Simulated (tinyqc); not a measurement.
Reverse leakage of an n+-p junction: diffusion, generation, trap-assisted and band-to-band tunnelling: one step of the calculation.

One-sided abrupt junction in the depletion approximation, x from the junction (0) to W on the p side, field F = F0 (1 - x/W). Flat quasi-Fermi levels, long p side. Traps generate through SRH with both lifetimes shortened by 1 + Gamma (Hurkx enhancement, form for moderate fields); band-to-band generation is local and needs a total bending above Eg.

Question. Current components. u = (Vbi + VR)(1 - x/W)^2, p = Na exp(-u/Vt), n = Nd exp((u - Vbi - VR)/Vt); G0 = ni^2 (1 - exp(-VR/Vt))/(tau (n + p + 2 ni cosh(Et/Vt))); Gamma = 2 sqrt(3 pi)(F/FG) exp((F/FG)^2); trap-assisted part G0 Gamma; G_bb = Ab F^2.5 exp(-Bb/F) with F in V/cm, zero unless Vbi + VR > Eg. 15 equal steps.

Each current is q times the trapezoid sum of its rate; J adds J_diff; J_bb under 1e-8 of the sum is given as 0.

Constants: q = 1.602176634e-19 C. Results are converted to the units shown.

```
point	x (nm)	G0 (cm^-3 s^-1)	G0 Gamma (cm^-3 s^-1)	G_bb (cm^-3 s^-1)
0	0.00000	2511.1506	16074.337	4.9222190e-14
1	14.46809	7.7360521e8	4.3638275e9	4.6697211e-17
2	28.93617	7.3262883e13	3.6376359e14	1.5393405e-20
3	43.40426	2.7637122e14	1.2054752e15	1.3552491e-24
4	57.87234	2.7638544e14	1.0558567e15	~0
5	72.34043	2.7638544e14	9.2075879e14	~0
6	86.80852	2.7638542e14	7.9807284e14	~0
7	101.27660	2.7635823e14	6.8583882e14	~0
8	115.74469	2.5880041e14	5.4552929e14	~0
9	130.21277	1.3406472e13	2.3606785e13	~0
10	144.68086	1.1663380e11	1.6745655e11	~0
11	159.14894	2.3100992e9	2.6064871e9	~0
12	173.61703	1.0934226e8	9.1254045e7	~0
13	188.08512	1.2372846e7	6.8161775e6	~0
14	202.55320	3.3471754e6	9.1651343e5	0
15	217.02129	2.1647849e6	0	0
```

J_diff = 3.4509825e-16 A/cm^2

Find: J_SRH; J_TAT; J_bb; J.

Answer.

J_SRH = 4.0044e-10 A/cm^2
J_TAT = 1.2979e-9 A/cm^2
J_bb = 0 A/cm^2
J = 1.6983e-9 A/cm^2

Range of the model: The n+ side is degenerate, so Vbi from Boltzmann statistics is only a guide.

Numbers from tinyqc (`OMP_NUM_THREADS=1 python tinyqc.py 2290087 2290088 out.jsonl`; about 0.01 s on one thread of a shared Intel Xeon 2.30GHz).

~0 in a residual or rate marks an entry under 1e-11 of the largest of its column.
